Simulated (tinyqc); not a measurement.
Inside a calculation. Model: undoped gate-all-around wire MOSFET, analytic charge model.

Computed by the program tinyqc: `OMP_NUM_THREADS=1 python tinyqc.py 2460126 2460127 out.jsonl`, one thread of a shared Intel Xeon 2.30GHz, about 0.04 s for the whole run. Printed values are rounded.

An undoped round wire of radius R under an insulator shell and a surrounding gate; long channel, electrons only, n = ni exp((psi - V)/Vt) with V the quasi-Fermi potential (0 at the source, Vd at the drain), constant mobility, no quantisation. The radial Poisson equation gives n(r) = n(0)/(1 - (1 - b) r^2/R^2)^2 with b = Q0/(Q + Q0). Q is the electron charge per area of the wire surface.

Inputs (values chosen for the exercise); material values close to those of silicon: temperature T = 300 K; band gap Eg = 1.1 eV; relative permittivity of the semiconductor eps_r = 11.7; conduction-band density of states at T Nc = 2.85e19 cm^-3; valence-band density of states at T Nv = 2.64e19 cm^-3; relative permittivity of the gate insulator eox = 9.27; insulator thickness tox = 6.1 nm; wire radius R = 20 nm; gate work function less that of the intrinsic body dphi = 0.18 V; channel mobility mu = 130 cm^2/(V s); gate length L = 0.2 um; gate voltage Vg = 1.2 V; drain voltage Vd = 0.1 V.

Constants: q = 1.602176634e-19 C, kB = 1.380649e-23 J/K, Vt = kB T/q, eps0 = 8.8541878128e-14 F/cm where lengths are in cm. Results are converted to the units shown.

Range of the model: The surface density at the source passes 0.3 Nc, where Boltzmann statistics fail.

## Constants of the wire

ni = sqrt(Nc Nv) exp(-Eg/(2 Vt)), Eg in volts; Cox = eps0 eox/(R ln(1 + tox/R)); Q0 = 4 eps0 eps_r Vt/R; V0 = dphi + Vt ln[8 eps0 eps_r Vt/(q ni R^2)].

ni = 1.579905e10 cm^-3
Cox = 1.541649 uF/cm^2
Q0 = 53.56224 nC/cm^2
V0 = 0.6160619 V

## Iteration 1: charge at the source by Newton steps in y = ln(Q/Q0)

y at the start = 0

With V = 0 and Q = Q0 exp(y): f = Q/Cox + Vt y + Vt ln(1 + Q/Q0) - (Vg - V0); df/dy = Q/Cox + Vt (1 + Q/(Q + Q0)); y(new) = y - f/(df/dy).

Q = 53.56224 nC/cm^2
f = -0.5312754 V
df/dy = 0.07352148 V
y after iteration 1 = 7.226125

## Iteration 2: charge at the source by Newton steps in y = ln(Q/Q0)

As before.

Q = 73641.91 nC/cm^2
f = 47.55798 V
df/dy = 47.81996 V
y after iteration 2 = 6.231604

The value that enters this step is an overshoot, farther from the solution than the start was, so its intermediate quantities are not physical.

## Course of the iteration: charge at the source by Newton steps in y = ln(Q/Q0)

Stop when y changes by less than 1e-11, or after 60 iterations.

Course of the iteration:
```
iteration,y,|change|
1,7.226125,7.23
2,6.231604,0.995
3,5.249286,0.982
4,4.303871,0.945
5,3.461172,0.843
6,2.854297,0.607
7,2.596750,0.258
8,2.561022,0.0357
9,2.560432,5.91e-4
10,2.560432,1.58e-7
11,2.560432,< 1e-12
```

Converged in 11 iterations. At the end the number of correct digits about doubles with each step.

## Drain current and line charge

Qs = 693.1706 nC/cm^2
Qd = 555.8972 nC/cm^2

Q solves Vg - V0 - V = Q/Cox + Vt ln(Q/Q0) + Vt ln(1 + Q/Q0). I = mu (2 pi R/L)[2 Vt (Qs - Qd) + (Qs^2 - Qd^2)/(2 Cox) + Vt Q0 ln((Qd + Q0)/(Qs + Q0))], with Qs at V = 0 and Qd at V = Vd. Electrons per length at the source: 2 pi R Qs/q; surface over centre density: (1 + Qs/Q0)^2.

first term = 0.5797405 uA
second term = 4.542344 uA
third term = -0.02297528 uA
I = 5.099109 uA
electrons per length = 5.436753 1/nm
surface over centre density = 194.3627

The square-law term makes up 89.1 % of the current.
